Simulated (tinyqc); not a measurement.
What moves the results: static screening by free carriers. A value that a table varies takes the place of the one given here.

kF = (3 pi^2 n/Mv)^(1/3), EF = c kF^2/m with c = hbar^2/2m0, n in 1/angstrom^3 (1e-24 per 1/cm^3), e2 = e^2/(4 pi eps0). Thomas-Fermi: qTF^2 = 6 pi e2 n/(eps EF). Debye: qD^2 = 4 pi e2 n/(eps kB T).

F_j(eta) = (1/Gamma(j + 1)) integral_0^infinity x^j dx/(1 + exp(x - eta)), which tends to exp(eta) for eta << 0.

At finite T: qs^2 = qD^2 F_-1/2(eta)/F_1/2(eta), where n = Mv N F_1/2(eta) and N = 2 (m kB T/(4 pi c))^(3/2) with c = hbar^2/2m0, in 1/angstrom^3; times 1e24 for 1/cm^3.

Donor in the screened potential -(e2/eps) exp(-qs r)/r with the trial function exp(-r/a): E(a) = c/(m a^2) - (e2/eps) 4/(a (2 + qs a)^2), e2 = e^2/(4 pi eps0), c = hbar^2/2m0; isotropic mass.

Constants: hbar^2/2m0 = 3.80998211 eV angstrom^2; e^2/(4 pi eps0) = 14.39964547 eV angstrom; kB = 8.617333262e-05 eV/K; a0 (Bohr radius) = 0.5291772105 angstrom.

Inputs chosen for the exercise (near those of Ge; the results hold for these values, not for the real material):
- m = 0.2172 m0 (mass of one isotropic valley)
- Mv = 4 (valleys)
- eps = 16 (background dielectric constant)
- T = 200 K
- n = 1.3e+18 1/cm^3 (carrier density)

## Screening unbinds the donor

All carriers n are taken as free and screen with qs(T); E(a) is minimised over a; a dash marks no bound state. aB = a0 eps/m.

Donor level:
```
n (1/cm^3)  n^(1/3) aB  qs aB  E (meV)   a/aB
1.0e+14          0.018  0.010   -11.31  1.000
1.0e+15          0.039  0.032   -10.83  1.001
6.0e+15          0.071  0.077    -9.86  1.004
2.0e+16          0.106  0.141    -8.60  1.013
5.0e+16          0.144  0.223    -7.15  1.031
1.0e+17          0.181  0.315    -5.72  1.059
3.0e+17          0.261  0.542    -2.94  1.171
7.0e+17          0.346  0.817    -0.79  1.458
```

aB = 39.0 angstrom

The level rises from -11.31 meV at the lowest density to -0.79 meV at 7e+17 1/cm^3, against -11.54 meV unscreened. It stays bound over this range. This trial function loses binding at qs aB = 1 and the exact Yukawa problem at 1.19; the Mott rule of thumb is n^(1/3) aB = 0.26, which the last bound row of this table passes: the rule belongs to low temperature, and thermal carriers screen more weakly.

## From Debye to Thomas-Fermi

Screening lengths (angstrom):
```
n (1/cm^3)    eta  Debye  Thomas-Fermi  finite T
2.0e+16     -5.62  276.0         38.04     276.2
1.0e+17     -4.01  123.4         29.09     123.8
6.0e+17     -2.18  50.40         21.58     51.35
2.0e+18     -0.89  27.60         17.66     29.30
8.0e+18      0.87  13.80         14.01     16.86
3.0e+19      3.48  7.127         11.24     11.68
1.0e+20      8.23  3.904         9.199     9.257
3.0e+20     17.28  2.254         7.659     7.670
```

Debye is within 5 % of the finite-T length up to 6e+17 1/cm^3 of the densities listed and Thomas-Fermi from 3e+19 on. The length goes as n^-0.50 at the low end and n^-0.17 at the high end, against the limits -1/2 and -1/6. Both limits give too short a length.

## What sets the screening length

All results formed anew. Each row changes one parameter from the base and keeps the others.

Results:
```
case                Debye (angstrom)  Thomas-Fermi (angstrom)  finite T (angstrom)
base                           34.24                    18.97                35.62
n = 2.6e+18 1/cm^3             24.21                    16.90                26.12
m = 0.2824 m0                  34.24                    16.64                35.18
eps = 19.2                     37.51                    20.78                39.02
T = 260 K                      39.04                    18.97                40.11
Mv = 5                         34.24                    17.61                35.35
```

The largest shifts from the base row, up to three for each result and ties (the steps differ in size, so this ranks the rows, not the parameters). Debye (angstrom): n -10.0, T +4.80, eps +3.27; unchanged at the printed digits by m and Mv. Thomas-Fermi (angstrom): m -2.33, n -2.07, eps +1.81; unchanged at the printed digits by T. finite T (angstrom): n -9.50, T +4.49, eps +3.40.

Program tinyqc; command `OMP_NUM_THREADS=1 python tinyqc.py 1682182 1682183 out.jsonl`; about 0.01 s on one thread of a shared Intel(R) Xeon(R) Processor @ 2.30GHz.
